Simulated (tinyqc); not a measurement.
Inside a calculation. Method: Hubbard chain of 2 sites. One step of it, computed by the program tinyqc.

Task: Mean-field iteration 1. H(up) = T + U n(down), H(down) = T + U n(up); fill the lowest levels; n(new) = n + mixing (n(out) - n); E = tr T (rho up + rho down) + U sum n_up n_down of the output.

one-body matrix (hopping and site energies) (eV), order 1, 2:
```
[[0.250000, -1.580000],
 [-1.580000, -0.690000]]
```

U = 4.600000 eV

electrons, up and down: [1, 1]

mixing = 1

n(up) at the start (a guess, not normalised): [0.800000, 0.200000]

n(down) at the start (a guess): [0.200000, 0.800000]

Give: levels, up; levels, down; energy; n(up) after iteration 1; n(down) after iteration 1.

Result:

levels, up (eV): [0.257, 3.903]

levels, down (eV): [-0.353, 4.513]

energy = -1.531 eV

n(up) after iteration 1: [0.750, 0.250]

n(down) after iteration 1: [0.120, 0.880]
